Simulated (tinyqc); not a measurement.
Inside a calculation. Model: n-type polysilicon, carrier trapping at grain boundaries.

Computed by the program tinyqc: `OMP_NUM_THREADS=1 python tinyqc.py 2830004 2830005 out.jsonl`, one thread of a shared Intel Xeon 2.30GHz, about 0.01 s for the whole run. Printed values are rounded.

One-dimensional grains of size Lg, uniform ionised doping N, monovalent traps Qt at each boundary at a depth Et below (for electrons) or above (for holes) the band edge there, abrupt depletion of width W on each side of a boundary, Boltzmann statistics. xi is the distance from the band edge at the grain centre to the Fermi level. Trapped charge Qt/(1 + exp((xi + VB - Et)/Vt)) = 2 N W, barrier VB = q N W^2/(2 eps0 eps_r).

Parameters, values chosen for the exercise; values of the order met in polycrystalline silicon:

| symbol | value | unit | meaning |
|---|---|---|---|
| T | 300 | K | temperature |
| eps_r | 11.7 |  | relative permittivity |
| NB | 2.8e19 | cm^-3 | conduction-band density of states at T |
| Lg | 41 | nm | grain size |
| Qt | 1e12 | cm^-2 | trap density of a grain boundary |
| Et | 0.31 | eV | depth of the trap level from the majority band edge at the boundary |
| ms | 0.51 | m0 | mass for thermionic emission |
| fe | 0.12 |  | correction factor of the emission rate |
| N | 5.4e16 | cm^-3 | doping |

Constants: q = 1.602176634e-19 C, kB = 1.380649e-23 J/K, m0 = 9.1093837015e-31 kg, Vt = kB T/q, eps0 = 8.8541878128e-14 F/cm where lengths are in cm. Results are converted to the units shown.

Range of the model: VB is below Vt, where abrupt depletion and thermionic emission are rough.

## Depletion width, Fermi level and barrier

If the trap equation with xi = Vt ln(NB/N) has a root W < Lg/2, the grain is partly depleted; otherwise W = Lg/2 and the trap equation gives xi = Et - VB + Vt ln(Qt/(N Lg) - 1). N* = Qt/Lg.

N* = 2.439024e17 cm^-3
W = 20.5 nm
xi = 0.3249608 V
VB = 0.01754879 V
share of traps filled = 0.2214

N is 0.221 N*, and the grain is fully depleted; VB = 0.679 Vt.

## Resistivity and effective mobility

n0 = NB exp(-xi/Vt); mean density n0 (1 - 2 W/Lg) by charge balance in a partly depleted grain, and n0 (sqrt(pi)/2) erf(u)/u with u = sqrt(VB/Vt) in a fully depleted one; v = sqrt(kB T/(2 pi ms m0)); barrier resistivity Vt exp(VB/Vt)/(q fe n0 v Lg); grain resistivity (1 - 2 W/Lg)/(q n0 mug); effective mobility 1/(q mean density total resistivity).

n0 = 9.728754e13 cm^-3
mean density = 7.911839e13 cm^-3
v = 3.766888e6 cm/s
barrier resistivity = 1764.353 ohm cm
grain resistivity = 0.000000 ohm cm
resistivity = 1764.353 ohm cm
effective mobility = 44.71227 cm^2/(V s)

The resistivity is 1420 times that of a single crystal with the same N and mobility mug, and the mean density is 0.147 % of N.
